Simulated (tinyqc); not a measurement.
Inside a calculation. Model: crystal pulling from the melt: segregation, interface stability, heat balance and point-defect regime. Computed by tinyqc, a small Python program that keeps every step. Command: `OMP_NUM_THREADS=1 python tinyqc.py 3018748 3018749 out.jsonl pull walk`. One thread of a shared host (Intel(R) Xeon(R) Processor @ 2.30GHz), about 0.01 s of CPU time with the checks. Intermediate numbers are printed to about 6 digits and carried at full precision; extremes and crossings named in words are read from the listed rows.

A dilute solute; steady pulling with a flat interface unless it is found unstable.

Inputs (values chosen for the exercise, for a model semiconductor):
```
quantity,value,unit
equilibrium coefficient k0,0.02,-
initial melt concentration C0,5.7e+17,1/cm^3
diffusivity in the melt D,0.00011,cm^2/s
kinematic viscosity nu,0.003,cm^2/s
crystal rotation,12,rpm
pull rate V,0.91,mm/min
gradient in the melt G_L,8.1,K/cm
solid conductivity k_S,20.3,W/(m K)
melt conductivity k_L,63.7,W/(m K)
latent heat per volume L,4220,J/cm^3
melting point T_m,1685,K
interface energy gamma,0.38,J/m^2
frozen fraction g,0.27,-
critical ratio xi_c,0.13,mm^2/(min K)
```

Loss from the melt surface: none.

Constants: k_B = 1.380649e-23 J/K.

## Boundary layer and effective coefficient

delta = 1.61 D^(1/3) nu^(1/6) omega^(-1/2), omega = 2 pi rpm/60; k_eff = k0/[k0 + (1 - k0) exp(-V delta/D)] (Burton, Prim and Slichter); the melt at the interface is enriched by k_eff/k0.

boundary layer delta = 261.340 micrometre

V delta/D = 0.360332

k_eff = 0.0284295

enrichment at the interface = 1.42147

k_eff has moved 0.9 % of the way from k0 to 1. A 10 % ripple of V gives striations of 3.50 % in C_s, since d ln k_eff/d ln V = (1 - k_eff) V delta/D.

## Concentration at the frozen fraction g

Axial profile: C_s = k_eff C0 (1 - g)^(k_eff - 1); bulk melt C_L = C_s/k_eff. Usable fraction: the g at which C_s has changed by 30 % from its first value (0.99 at most).

C_s = 2.20006e+16 1/cm^3

C_L = 7.73867e+17 1/cm^3

usable fraction = 0.236652

C_s rises along the crystal.

## Heat balance and the ratio V/G

k_S G_S = k_L G_L + L V; the largest rate for this G_S, with G_L = 0, is k_S G_S/L. Voronkov: the crystal grows vacancy-rich if V/G_S > xi_c and interstitial-rich if below; at fixed G_L the neutral rate solves V = xi_c G_S(V).

gradient in the solid G_S = 56.9460 K/cm

largest rate = 1.64361 mm/min

V/G_S = 0.159801 mm^2/(min K)

neutral pull rate = 0.601220 mm/min

V/G_S is 1.23 xi_c: vacancies survive and can cluster into voids. Latent heat makes up 55 % of the flux.

## Constitutional supercooling

Liquidus slope per concentration (van 't Hoff): |m| = k_B T_m^2 (1 - k0)/L. Solute gradient at the interface: G_C = (V/D) C_s (1 - k0)/k0. Constitutional supercooling sets in when |m| G_C > G_L. Critical C_s from the equality.

|m| = 9.10326e-21 K cm^3

|m| G_C = 0.135308 K/cm

critical C_s = 1.31703e+18 1/cm^3

ratio |m| G_C/G_L = 0.0167048

The interface is stable by this test, with a margin of 60.

## Morphological stability

Liquidus slope per concentration (van 't Hoff): |m| = k_B T_m^2 (1 - k0)/L. Solute gradient at the interface: G_C = (V/D) C_s (1 - k0)/k0. Constitutional supercooling sets in when |m| G_C > G_L. Mullins-Sekerka for a thick solute layer: a ripple of wave number w grows if S(w) = -Gam w^2 - G* + |m| G_C (w* - V/D)/(w* - (1 - k0) V/D) > 0, Gam = gamma T_m/L, G* = (k_S G_S + k_L G_L)/(k_S + k_L), w* = V/(2D) + sqrt((V/(2D))^2 + w^2). The critical C_s is that at which the maximum of S over w is zero.

critical C_s, Mullins-Sekerka = 3.26199e+18 1/cm^3

wavelength at onset = 1033.28 micrometre

ratio to the constitutional value = 2.47678

The full theory allows 2.48 times more solute: the weighted gradient G* replaces G_L, and capillarity and lateral diffusion help. At g the interface is stable. Caution: the onset wavelength exceeds the stirred boundary layer, so flow cuts off the solute field assumed in this theory.

## Along the crystal

Axial profile: C_s = k_eff C0 (1 - g)^(k_eff - 1); bulk melt C_L = C_s/k_eff.

Axial profile:
```
g,C_s (1/cm^3),C_s/C_s(0),"the same for k0, no loss",C_s over constitutional limit,C_s over Mullins-Sekerka limit
0.00,1.62048e+16,1.0000,1.0000,0.012304,0.004968
0.20,2.01279e+16,1.2421,1.2444,0.015283,0.006170
0.40,2.66186e+16,1.6426,1.6497,0.020211,0.008160
0.60,3.94703e+16,2.4357,2.4546,0.029969,0.012100
0.75,6.23142e+16,3.8454,3.8906,0.047314,0.019103
0.85,1.02360e+17,6.3166,6.4185,0.077720,0.031380
0.92,1.88525e+17,11.6339,11.8843,0.143144,0.057795
0.97,4.88908e+17,30.1706,31.0757,0.371221,0.149881
```

C_s changes by a factor 30.2 up to g = 0.97, against 31.1 for k0 without loss. Neither limit is reached.

Checks made by the program: the striation formula against a difference (relative difference below 1e-10).
